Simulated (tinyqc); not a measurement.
From results back to parameters: Shockley state of an s-p chain by decimation. Three cases, with inputs chosen for the exercise.

Problem. For the s-p chain the s level is -d/2 - 2 ts cos k and the p level d/2 + 2 tp cos k at k = 0 and pi, and at k = pi/2 the bands lie sqrt(d^2 + 16 u^2) apart. The values below come from hidden parameters.

Case 1.

s level (eV): k = 0 -5.030, k = pi -0.390
p level (eV): k = 0 4.730, k = pi 0.690
splitting at pi/2 = 6.11899 eV

Case 2.

s level (eV): k = 0 -3.685, k = pi 1.275
p level (eV): k = 0 2.565, k = pi -0.155
splitting at pi/2 = 5.65884 eV

Case 3.

s level (eV): k = 0 -4.000, k = pi 1.400
p level (eV): k = 0 4.880, k = pi -2.280
splitting at pi/2 = 5.56475 eV

Find: d, ts, tp, |u|; order at k = pi.

Solution. Means give -d/2 and d/2, widths 4 ts and 4 tp; u follows from the splitting. The order is inverted where s lies above p at pi.

Case 1.

d, ts, tp, |u| (eV): 5.42  1.16  1.01  0.71

order at k = pi: normal

Case 2.

d, ts, tp, |u| (eV): 2.41  1.24  0.68  1.28

order at k = pi: inverted

Case 3.

d, ts, tp, |u| (eV): 2.60  1.35  1.79  1.23

order at k = pi: inverted

Computed by tinyqc, one run a case: `OMP_NUM_THREADS=1 python tinyqc.py N N+1 out.jsonl` with N = 1480111, 1480259, 1480333; one thread of a shared Intel(R) Xeon(R) Processor @ 2.30GHz, about 0.3 s a run at most.
